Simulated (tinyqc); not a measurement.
## Trench capacitor in an array: capacitance, non-linearity, leakage and relaxation: cell against the diameter of the hole

A film between two metal electrodes, each interface adding a series capacitance ci. The small-signal permittivity is ek (1 + aq E^2); the field is found with the linear permittivity. Leakage J = J0 sinh(E/Ef). After a voltage step the film passes a relaxation current kr C V tt^(-nr), tt being the time in seconds. The sidewall is a coaxial capacitor with radii a = dm/2 - t and b = dm/2, depth AR dm; the end face is left out.

Per length 1/c = ln(b/a)/(2 pi eps0 ek) + (1/a + 1/b)/(2 pi ci); cell capacitance c AR dm; per footprint over pt^2; fields c V/(2 pi eps0 ek r) at r = a and b; resistance of the inner electrode rho AR dm/(pi a^2); time constant R C/3 of the distributed line. The pitch is scaled as pt dm/(120 nm).

Inputs (values chosen for the exercise); permittivity of the order of that of titanium dioxide: relative permittivity of the film ek = 87.1; film thickness t = 21 nm; capacitance of each electrode interface (dead layer and screening) ci = 60 uF/cm^2; bias V = 1 V; aspect ratio, depth over diameter AR = 70; pitch of the square array pt = 180 nm; resistivity of the inner electrode rho = 490 uohm cm.

Constants: eps0 = 8.8541878128e-14 F/cm where lengths are in cm. Results are converted to the units shown.

Cell against the diameter of the hole:
```
dm (nm)  cell capacitance (fF)  per footprint (uF/cm^2)  field at a (MV/cm)  field at b (MV/cm)  R (kohm)  R C/3 (ps)
55                       11.06                    162.5              0.9120              0.2156     142.1       523.9
73                       25.41                    211.9              0.6620              0.2811     33.17       280.9
98                       52.62                    243.5              0.5653              0.3230     13.65       239.4
130                      100.4                    264.0              0.5175              0.3503     7.331       245.4
180                      204.5                    280.5              0.4853              0.3721     4.128       281.3
230                      344.5                    289.4              0.4697              0.3839     2.842       326.3
310                      643.2                    297.5              0.4565              0.3947     1.885       404.2
420                       1204                    303.5              0.4473              0.4026     1.284       515.4
```

What does the comparison show?

As dm goes from 55 to 420, the cell capacitance rises from 11.1 to 1200 fF, the capacitance per footprint rises from 162 to 303 uF/cm^2, the ratio of the two fields falls from 4.23 to 1.11 and R C/3 goes from 524 through a minimum of 239 (at dm = 98 among the rows listed) to 515 ps; the time constant goes as dm^(-2.20) between the first two rows and dm^(0.80) between the last two.

Numbers from tinyqc (`OMP_NUM_THREADS=1 python tinyqc.py 2102101 2102102 out.jsonl`; about 0.01 s on one thread of a shared Intel Xeon 2.30GHz).
